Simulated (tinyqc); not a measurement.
Perpendicular magnetic tunnel junction: magnetoresistance, thermal stability and spin-torque switching: one step of the calculation.

A circular free layer treated as one macrospin with its easy axis out of plane. mu0 = 1.25663706212e-6 H/m, gyromagnetic ratio q/m0 (g = 2). Magnetic parameters are taken as given at T.

Question. Retention of the array. A bit flips thermally at the rate exp(-Delta)/t0; the chance that any of N bits flips in ten years (3.15576e8 s) is 1 - exp[-N (time/t0) exp(-Delta)]. The Delta needed for a chance of 1e-4 follows by inversion.

Values chosen for this exercise: attempt time t0 = 1 ns; bits N = 1.07e9.

Delta = 91.268692

Give: mean life of one bit; expected flips in ten years; Delta needed.

Answer.

mean life of one bit = 1.3753e23 years
expected flips in ten years = 7.7803e-14
Delta needed = 70.294

Delta exceeds the need by 21.0.

Program tinyqc, `OMP_NUM_THREADS=1 python tinyqc.py 2450046 2450047 out.jsonl`; Intel Xeon 2.30GHz, shared host, one thread, about 0.01 s.
